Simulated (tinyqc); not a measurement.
What moves the results: parabolic quantum dot in a magnetic field (Fock-Darwin). A value that a table varies takes the place of the one given here.

Two dimensions, V = m w0^2 r^2/2, one valley. hbar wc = 2 muB B/m, W = sqrt(w0^2 + wc^2/4), E(n, l, s) = (2n + |l| + 1) hbar W - l hbar wc/2 + s gs muB B, n = 0, 1, ..., l = 0, +/-1, ..., s = +/-1/2; length lam = sqrt(2c/(m hbar W)), c = hbar^2/2m0.

Two electrons, first order in the Coulomb energy: the singlet (0,0)^2 has 2W + J0 and the lowest triplet (0,0)(0,1) has 3W - wc/2 + J0/2 - Ez, with J0 = sqrt(pi/2) q/(eps lam), q = e^2/(4 pi eps0), Ez = |gs| muB B.

Exact treatment: the centre of mass separates with energy W, and the relative motion obeys [-(2c/m) Laplacian + (2c/m) r^2/(2 lam^2)^2 + q/(eps r)] psi = e_l psi for angular number l, solved in 14 Gaussians r^l exp(-a r^2), a = 1.7^i/(4 lam^2), i = -3 to 10. E(S) = W + e_0, E(T) = W + e_1 - wc/2 - Ez.

Constants: muB = 5.788381798e-05 eV/T; hbar^2/2m0 = 3.80998211 eV angstrom^2; e^2/(4 pi eps0) = 14.39964547 eV angstrom.

Parameters, chosen for this exercise (near those of a gate-defined dot in Si; shifted at random, so the results belong to these values and not to a real crystal):
- m = 0.1926 m0 (mass)
- gs = 2.12 (g factor)
- w0 = 4.1 meV (confinement energy hbar w0)
- Bs = (0, 1.7, 3.4, 5.5, 8.2, 12, 18) T (fields)
- eps = 11.8 (dielectric constant)
- B = 8.53 T (magnetic field)

## Levels against field

Six orbital levels without the Zeeman term.

Levels (meV):
```
B (T)  (0,0)  (0,1)  (0,-1)   (0,2)   (1,0)   (0,3)
0      4.100  8.200   8.200  12.300  12.300  16.400
1.7    4.132  7.753   8.774  11.373  12.395  14.994
3.4    4.225  7.429   9.473  10.633  12.676  13.836
5.5    4.421  7.188  10.494   9.956  13.262  12.724
8.2    4.784  7.103  12.032   9.422  14.351  11.741
12     5.460  7.314  14.527   9.168  16.381  11.022
18     6.788  8.166  18.985   9.544  20.364  10.922
```

(0,2) crosses (0,-1) where W = 3 wc/2, that is wc = w0/sqrt(2), B = 4.82 T, and (0,3) crosses it at W = wc, B = 7.88 T. States with n = 0 and l >= 0 draw together into the lowest Landau level: their spacing W - wc/2 shrinks from 4.10 to 1.38 meV, while (0,-1) climbs to 12.20 meV above (0,0).

## Singlet against triplet in a field

For each field, first order and exact.

Energies (meV):
```
B (T)      J0  W - wc/2     Ez  E(T) - E(S), first order  exact
0      15.569     4.100  0.000                    -3.685   1.34
1.7    15.630     3.621  0.209                    -4.403   0.63
3.4    15.806     3.204  0.417                    -5.117  -0.05
5.5    16.167     2.768  0.675                    -5.991  -0.85
8.2    16.817     2.319  1.006                    -7.096  -1.83
12     17.968     1.854  1.473                    -8.602  -3.13
18     20.033     1.378  2.209                   -10.847  -5.02
```

Exactly, the triplet drops below the singlet between 1.7 and 3.4 T. First order has the triplet lower even at zero field, which the exact solution forbids; with J0/W = 3.80 at zero field it misses the splitting there by 5.02 meV. From the first row to the last the orbital cost falls by 2.72 meV, the Coulomb gain J0/2 (half direct, half exchange) grows by 2.23 meV and the Zeeman gain by 2.21 meV. States of higher angular number, which take over at higher fields, in soft dots already within such a table, are left out.

## What each parameter does

The two modes W +/- wc/2, lam and the exact E(T) - E(S), with q = e^2/(4 pi eps0) and Ez = |gs| muB B. Each row changes one parameter from the base and keeps the others.

Results:
```
case           upper mode (meV)  lower mode (meV)  lam (angstrom)  E(T) - E(S) (meV)
base                      7.399             2.272            90.5              -1.95
B = 5.12 T                5.918             2.840            95.0              -0.71
w0 = 5.12 meV             8.290             3.162            83.1              -1.53
m = 0.2215 m0             6.896             2.438            85.9              -1.76
gs = 3.18                 7.399             2.272            90.5              -2.47
eps = 10                  7.399             2.272            90.5              -2.12
```

The largest shifts from the base row, up to three for each result and ties (the steps differ in size, so this ranks the rows, not the parameters). upper mode (meV): B -1.481, w0 +0.890, m -0.503; unchanged at the printed digits by gs and eps. lower mode (meV): w0 +0.890, B +0.569, m +0.166; unchanged at the printed digits by gs and eps. lam (angstrom): w0 -7.3, m -4.6, B +4.6; unchanged at the printed digits by gs and eps. E(T) - E(S) (meV): B +1.24, gs -0.52, w0 +0.41.

Run: tinyqc, `OMP_NUM_THREADS=1 python tinyqc.py 1250837 1250838 out.jsonl`; Intel(R) Xeon(R) Processor @ 2.30GHz, one thread, shared host; about 0.09 s of CPU time with all checks.
